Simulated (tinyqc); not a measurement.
Worked calculation: extended Hueckel theory, for H4. Computed by tinyqc, a small Python program that keeps every step (integrals from PySCF). Settings: charge = 0, K = 2.0, weighted = 1, multiplicity = 1. Command: `OMP_NUM_THREADS=1 python tinyqc.py 31687 31688 out.jsonl` (the two numbers bound the seeds that draw the settings). One thread of a shared host (Intel(R) Xeon(R) Processor @ 2.60GHz), about 0.01 s of CPU time with the checks.

## Overlaps

Geometry (angstrom):
```
atom         x         y         z
H     0.000000  0.000000  0.000000
H     0.000000  0.000000  0.968000
H     0.000000  0.000000  1.874000
H     0.000000  0.000000  2.842000
```

Parameters chosen for this run:
```
element  shell  Slater exponent   H_ii (eV)
H           1s         1.300000  -13.600000
```

Slater orbitals, each expanded in six Gaussians scaled to its exponent.

overlap S:
```
          1H 1s     2H 1s     3H 1s     4H 1s
1H 1s  1.000000  0.488058  0.126857  0.022507
2H 1s  0.488058  1.000000  0.526667  0.126857
3H 1s  0.126857  0.526667  1.000000  0.488058
4H 1s  0.022507  0.126857  0.488058  1.000000
```

## Wolfsberg-Helmholz matrix

diagonal H_ii (eV): 1H 1s -13.600000, 2H 1s -13.600000, 3H 1s -13.600000, 4H 1s -13.600000

K = 2.000000

H_ij = K' S_ij (H_ii + H_jj)/2 for i != j (the diagonal keeps H_ii), with K' = K + D^2 + D^4 (1 - K), D = (H_ii - H_jj)/(H_ii + H_jj), K = 2.

H (eV):
```
            1H 1s       2H 1s       3H 1s       4H 1s
1H 1s  -13.600000  -13.275189   -3.450506   -0.612181
2H 1s  -13.275189  -13.600000  -14.325353   -3.450506
3H 1s   -3.450506  -14.325353  -13.600000  -13.275189
4H 1s   -0.612181   -3.450506  -13.275189  -13.600000
```

## Orbitals

valence electrons = 4

Solve H C = S C e through S^(-1/2); fill by pairs from the bottom, a degenerate level sharing its electrons equally; each orbital has its largest coefficient positive (the first on a tie).

orbital energies (eV): -20.186676  -15.534990  -4.905210  20.528323

occupations: 2.000000  2.000000  0.000000  0.000000

coefficients:
```
            MO1        MO2        MO3        MO4
1H 1s  0.282879   0.580646   0.751853  -0.612572
2H 1s  0.421690   0.302839  -0.504359   1.174510
3H 1s  0.421690  -0.302839  -0.504359  -1.174510
4H 1s  0.282879  -0.580646   0.751853   0.612572
```

sum of one-electron energies = -71.443332 eV

## Mulliken analysis

P = C n C^T; charge = valence electrons (H 1) minus the sum of (P S)_ii on the atom; overlap population = 2 sum P_ij S_ij between two atoms.

charges: 1H -0.096497, 2H 0.096497, 3H 0.096497, 4H -0.096497

Overlap populations:
```
pair      value
2-1    0.576161
3-1   -0.028697
3-2    0.181408
4-1   -0.023148
4-2   -0.028697
4-3    0.576161
```
